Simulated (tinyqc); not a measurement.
Crystallisation kinetics and data retention of a phase-change cell: one step of the calculation.

Johnson-Mehl-Avrami-Kolmogorov law X = 1 - exp(-y^n), y = integral of k dt, k = (1/100 s) exp[-(Ec q/kB)(1/T - 1/T1)].

Problem. Retention. At fixed T the state fails at t = (-ln(1 - Xf))^(1/n)/k; ten years are 3.15576e8 s.

Values chosen for this exercise; values of the order of Ge-Sb-Te and related chalcogenides:
- Ec = 2.12 eV (activation energy of crystallisation)
- T1 = 434 K (temperature at which the rate k is 1/(100 s))
- n = 4 (Avrami exponent)
- Xf = 0.2 (crystalline share at which the state is lost)
- T = 356 K (storage temperature)

Constants: q = 1.602176634e-19 C, kB = 1.380649e-23 J/K. Results are converted to the units shown.

Find: k; y at failure; time to fail; the same in years; temperature for ten years.

Solution.

k = 4.0375e-8 1/s
y at failure = 0.68730
time to fail = 1.7023e7 s
the same in years = 0.53943
temperature for ten years = 341.57 K

The cell misses ten years at 356 K.

Range of the model: One Arrhenius rate is assumed; incubation, growth from the boundary and the non-Arrhenius kinetics of the supercooled liquid are left out.

Program tinyqc, `OMP_NUM_THREADS=1 python tinyqc.py 2490147 2490148 out.jsonl`; Intel Xeon 2.30GHz, shared host, one thread, about 0.04 s.
